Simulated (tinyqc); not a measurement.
Worked calculation: tight binding, honeycomb lattice. One step of it, computed by the program tinyqc.

Question. Levels at k. Diagonalise the Hermitian matrix.

H(k) at k (eV), order A, B:
$$\begin{pmatrix}
0.400000 & -1.630709+0.043456i \\
-1.630709-0.043456i & -0.400000
\end{pmatrix}$$

Give: eigenvalues; weights |c|^2 of the basis functions.

Answer.

eigenvalues (eV): [-1.6796, 1.6796]

weights |c|^2 of the basis functions, order A, B:
$$\begin{pmatrix}
0.3809 & 0.6191 \\
0.6191 & 0.3809
\end{pmatrix}$$
